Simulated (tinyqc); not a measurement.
# Permittivity of the insulator from five potentials

Inverse problem. A node lies on a semiconductor-insulator interface. Steps: hs = tb/3 down into the semiconductor, ho = tox/2 up into the insulator, hy = L/7 sideways. The flux balance of its box reads eox (hy/ho)(above - node) + eps_r (hy/hs)(below - node) + [(eps_r hs + eox ho)/(2 hy)](left + right - 2 node) - q Na (hs/2) hy/eps0 = 0. Find eox.

Values chosen for this exercise; semiconductor permittivity close to that of silicon:

| symbol | value | unit | meaning |
|---|---|---|---|
| eps_r | 11.9 |  | relative permittivity of the semiconductor |
| tb | 4 | nm | half the body thickness |
| tox | 3.1 | nm | insulator thickness |
| L | 41 | nm | channel length |
| Na | 0 | cm^-3 | acceptor density of the depleted body |

Constants: q = 1.602176634e-19 C, eps0 = 8.8541878128e-14 F/cm where lengths are in cm. Results are converted to the units shown.

psi (V): node 0.043254834, above -0.066627325, below 0.084502774, left 0.6, right -0.10531091

Solution. The balance is linear in eox.

eox = 7.500

Program tinyqc, `OMP_NUM_THREADS=1 python tinyqc.py 2480064 2480065 out.jsonl`; Intel Xeon 2.30GHz, shared host, one thread, about 0.2 s.
